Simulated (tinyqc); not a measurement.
Worked calculation: lattice vibrations of a chain. One step of it, computed by the program tinyqc.

Question. Dynamical matrix at q = 0.15. q is in units of 2 pi/a. A spring k from atom i to atom j, n cells on, adds k to Phi_ii and Phi_jj, -k exp(2 pi i q n) to Phi_ij and the conjugate to Phi_ji (for one atom a cell: 2k (1 - cos 2 pi q n)); D_ij = Phi_ij / sqrt(m_i m_j).

A chain moving along its axis:
```
atom                 mass (u)  spring to the next atom (eV/angstrom^2)
1                   96.400000                                 8.600000
2                  110.000000                                 2.100000
second neighbours           -                                 1.200000
```

Give: D(q).

Answer.

D(q) (eV/(angstrom^2 u)):
```
               1              2
1          0.121  -0.096+0.016i
2  -0.096-0.016i          0.106
```
